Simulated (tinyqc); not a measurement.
# On-chip interconnect, size-dependent resistivity and RC delay: delay against the line length

A rectangular line between two neighbours and two ground planes. Surface and grain-boundary scattering are added to the bulk resistivity as corrections; capacitances are parallel-plate values without fringing; inductance is ignored.

Metal width x = wd - 2 tl, height y = AR wd - tl; grain boundaries (Mayadas-Shatzkes): al = (lam/(gr x)) Rg/(1 - Rg), g = 1/[1 - 3 al/2 + 3 al^2 - 3 al^3 ln(1 + 1/al)] - 1; surfaces (Fuchs-Sondheimer, thick limit): s = (3/8) lam (1 - ps)(1/x + 1/y); rho = rho0 (1 + g + s); r = rho/(x y); c = eps0 ek (2 wd/hd + 2 Mf AR wd/sp). Elmore delay tE = Rd (c Lw + Cl) + r Lw (c Lw/2 + Cl); t50 is the time at which the far end of a ladder of 30 pi sections (half capacitances at both ends, Cl at the far end, a step applied through Rd) reaches half the step; line share r Lw/(Rd + r Lw); estimate 0.69 Rd (c Lw + Cl) + 0.38 r c Lw^2 + 0.69 r Lw Cl.

Values chosen for this exercise; metal values close to those of copper: bulk resistivity rho0 = 1.72 uohm cm; bulk mean free path lam = 40.4 nm; specular share of surface scattering ps = 0; reflection coefficient of grain boundaries Rg = 0.58; grain size over the metal width gr = 0.7; drawn line width wd = 77 nm; aspect ratio, height over width AR = 1.4; liner on both walls and the bottom, not conducting tl = 1.2 nm; space to the neighbouring lines sp = 77 nm; dielectric height to the planes above and below hd = 140 nm; relative permittivity of the dielectric ek = 2.2; Miller factor of the neighbours Mf = 1; driver resistance Rd = 6500 ohm; load capacitance Cl = 1.9 fF.

Constants: eps0 = 8.8541878128e-12 F/m. Results are converted to the units shown.

The same in every row: rho (uohm cm) = 4.842; r (ohm/um) = 6.089; c (fF/um) = 0.07597.

Delay against the line length:
```
Lw (um),tE (ps),t50 (ps),estimate (ps),line share of the resistance (%)
1,12.86,8.911,8.870,0.09358
3,13.87,9.613,9.569,0.2802
7,15.90,11.02,10.97,0.6514
20,22.55,15.65,15.57,1.839
50,38.20,26.57,26.40,4.474
100,65.20,45.52,45.15,8.565
400,251.5,178.5,176.1,27.26
1000,749.0,542.9,533.0,48.37
3000,3610,2690,2637,73.75
```

As Lw goes from 1 to 3000, r stays at 6.09 ohm/um, c stays at 0.0760 fF/um and t50 rises from 8.91 to 2690 ps. t50/tE lies between 0.693 and 0.745, and the estimate is within 2.0 % of t50. The delay goes as Lw^(0.07) for the shortest lines and Lw^(1.46) for the longest; the line resistance equals Rd at 1070 um.

Program tinyqc, `OMP_NUM_THREADS=1 python tinyqc.py 2100053 2100054 out.jsonl`; Intel Xeon 2.30GHz, shared host, one thread, about 0.01 s.
